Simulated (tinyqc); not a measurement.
What each parameter does: coherent potential approximation for a binary alloy with a semi-elliptic band.

Site levels eA = -x d (share 1 - x) and eB = (1 - x) d (share x), so that their mean, the virtual crystal, is 0. Pure band: G0(z) = 2 (z - sqrt(z - W) sqrt(z + W))/W^2 with principal roots, density -Im G/pi per site. The medium has a self-energy S(z), G = G0(z - S), z = E + i eta. t_i = (e_i - S)/(1 - (e_i - S) G); the CPA demands <t> = (1 - x) tA + x tB = 0. Iteration: start at S = 0, set S(new) = S + <t>/(1 + <t> G), stop when |<t>| < 1e-9 eV.

Inputs chosen for the exercise:
- W = 3.3 eV (half width of the pure band)
- x = 0.43 (fraction of B)
- d = 0.88 eV (eB - eA)
- eta = 0.066 eV (broadening)
- E = -2.41 eV (energy)

Converged values at E.

Results for these values:
```
case  Re S (eV)  Im S (eV)  density (1/eV)
base    -0.0793    -0.0649          0.1293
```

What happens to each result for d = 0.968 eV, all else kept?

Answer: Re S falls from -0.0793 to -0.0955; Im S falls from -0.0649 to -0.0769; density rises from 0.1293 to 0.1297.

The same for each parameter in turn:
```
case            Re S (eV)  Im S (eV)  density (1/eV)
base              -0.0793    -0.0649          0.1293
W = 3.63 eV       -0.0683    -0.0669          0.1278
x = 0.48          -0.0817    -0.0709          0.1292
d = 0.968 eV      -0.0955    -0.0769          0.1297
eta = 0.132 eV    -0.0771    -0.0637          0.1260
E = -2.08 eV      -0.0725    -0.0756          0.1452
```

Program tinyqc; command `OMP_NUM_THREADS=1 python tinyqc.py 1480539 1480540 out.jsonl`; about 0.01 s on one thread of a shared Intel(R) Xeon(R) Processor @ 2.30GHz.
